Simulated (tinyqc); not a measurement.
Inside a calculation. Model: frequency dispersion of an accumulation capacitance by border traps, distributed model.

Numbers from tinyqc (`OMP_NUM_THREADS=1 python tinyqc.py 2202234 2202235 out.jsonl`; about 0.4 s on one thread of a shared Intel Xeon 2.30GHz). Printed values are rounded.

Traps spread evenly through the insulator exchange electrons with the semiconductor by tunnelling, with tau(x) = t0 exp(2 ka x) at depth x from the interface. The admittance per area Y seen at depth x obeys dY/dx = -Y^2/(i w eps0 eox) + q Nb ln(1 + i w tau)/tau, with Y(0) = i w Cs and w = 2 pi f; the gate sees Y(tox) = G + i w C. Working variable y = Y/(i w), in uF/cm^2. Cox = eps0 eox/tox.

Inputs (values chosen for the exercise); permittivity close to that of aluminium oxide:

| symbol | value | unit | meaning |
|---|---|---|---|
| eox | 8.49 |  | relative permittivity of the insulator |
| tox | 6.6 | nm | insulator thickness |
| Cs | 2.1 | uF/cm^2 | semiconductor capacitance in accumulation |
| Nb | 9.7e18 | cm^-3 eV^-1 | density of border traps |
| ka | 4 | 1/nm | decay constant of the wave function in the insulator |
| t0 | 2e-11 | s | time constant of a trap at the interface |
| f | 1000 | Hz | frequency |
| xe | 2.6 | nm | depth down to which the steps are taken |

Constants: q = 1.602176634e-19 C, eps0 = 8.8541878128e-14 F/cm where lengths are in cm. Results are converted to the units shown.

## Scales and lumped estimate

Cox; trap-free value 1/(1/Cox + 1/Cs); response depth d = ln(1/(w t0))/(2 ka), where w tau = 1; lumped estimate: all traps within d act as C_bt = q Nb d placed at d/2, so C = 1/{1/[1/(1/Cs + d/(2 eps0 eox)) + C_bt] + (tox - d/2)/(eps0 eox)}.

Cox = 1.13897 uF/cm^2
trap-free C = 0.738456 uF/cm^2
d = 1.98621 nm
C_bt = 0.308679 uF/cm^2
lumped C = 0.794905 uF/cm^2

The traps within reach amount to 0.147 Cs and lie in the first 30.1 % of the insulator.

## Midpoint steps through the active depth

In terms of y: dy/dx = -y^2/(eps0 eox) + s(x), s = q Nb ln(1 + z)/z, z = i w tau. 9 midpoint steps of h = xe/9: y_half = y + (h/2) y'(x, y), y(new) = y + h y'(x + h/2, y_half).

```
point    x (nm)    s (uF/(cm^2 nm))       y (uF/cm^2)
0             0  0.155411+0.000000i  2.10000+0.00000i
1      0.288889  0.155411+0.000000i  1.98532+0.00000i
2      0.577778  0.155411-0.000001i  1.88677+0.00000i
3      0.866667  0.155411-0.000010i  1.80144+0.00000i
4       1.15556  0.155411-0.000101i  1.72709-0.00001i
5       1.44444  0.155402-0.001019i  1.66193-0.00010i
6       1.73333  0.154514-0.010188i  1.60454-0.00100i
7       2.02222  0.108061-0.059548i  1.55142-0.00939i
8       2.31111  0.017288-0.030058i  1.47674-0.02294i
9           2.6  0.001791-0.005624i  1.39900-0.02402i
```

## Capacitance and conductance at the gate

y at xe = 1.39900-0.02402i uF/cm^2

Beyond xe the traps are ignored, so 1/y(tox) = 1/y(xe) + (tox - xe)/(eps0 eox); C = Re y, G/w = -Im y, loss tangent G/(w C).

y at the gate = 0.802041-0.007893i uF/cm^2
C = 0.802041 uF/cm^2
G/w = 0.00789289 uF/cm^2
loss tangent = 0.00984101

A fine integration over the whole insulator gives C = 0.80206 and G/w = 0.008311 uF/cm^2; the coarse G/w is 5.0 % below that. The fine C is 8.6 % above the trap-free value, and the lumped estimate is 0.89 % below the fine result.
